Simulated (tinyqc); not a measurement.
From results back to parameters: propagation of a band-gap error through k.p and effective-mass formulas. Four cases, with inputs chosen for the exercise.

Problem. A calculation returned the electron mass below. With 1/me = 1 + Ep (E + 2 Dso/3)/(E (E + Dso)) and the given Ep and Dso, which gap E did it have, and by what factor is exp(-E/2kT) off against the gap Eg?

Constants: kB = 8.617333262e-05 eV/K.

Case 1.

Values chosen (reference values near those of GaAs, gap at low temperature; not measured data):
- Eg = 1.498 eV (gap at Gamma to the s-like level)
- Dso = 0.336 eV (spin-orbit splitting)
- Ep = 25.2 eV (Kane energy)
- T = 77 K (temperature)

me = 0.0695098 m0

Case 2.

Values chosen (reference values near those of GaSb, gap at low temperature; not measured data):
- Eg = 0.796 eV (gap at Gamma to the s-like level)
- Dso = 0.748 eV (spin-orbit splitting)
- Ep = 26.6 eV (Kane energy)
- T = 300 K (temperature)

me = 0.0323387 m0

Case 3.

Values chosen (reference values near those of GaAs, gap at low temperature; not measured data):
- Eg = 1.54 eV (gap at Gamma to the s-like level)
- Dso = 0.343 eV (spin-orbit splitting)
- Ep = 26 eV (Kane energy)
- T = 77 K (temperature)

me = 0.0933500 m0

Case 4.

Values chosen (reference values near those of InAs, gap at low temperature; not measured data):
- Eg = 0.416 eV (gap at Gamma to the s-like level)
- Dso = 0.383 eV (spin-orbit splitting)
- Ep = 21.6 eV (Kane energy)
- T = 400 K (temperature)

me = 0.0261155 m0

Find: X = 1/me - 1; E; log10 of the factor.
Solution. X E^2 + (X Dso - Ep) E - (2/3) Ep Dso = 0 has one positive root; the factor is exp((Eg - E)/2kT).

Case 1.

X = 1/me - 1 = 13.386
E = 1.783 eV
log10 of the factor = -9.33

Case 2.

X = 1/me - 1 = 29.923
E = 0.740 eV
log10 of the factor = 0.47

Case 3.

X = 1/me - 1 = 9.712
E = 2.572 eV
log10 of the factor = -33.77

Case 4.

X = 1/me - 1 = 37.291
E = 0.495 eV
log10 of the factor = -0.50

Computed by tinyqc, one run a case: `OMP_NUM_THREADS=1 python tinyqc.py N N+1 out.jsonl` with N = 1880129, 1880138, 1880141, 1880154; one thread of a shared Intel(R) Xeon(R) Processor @ 2.30GHz, about 0.01 s a run at most.
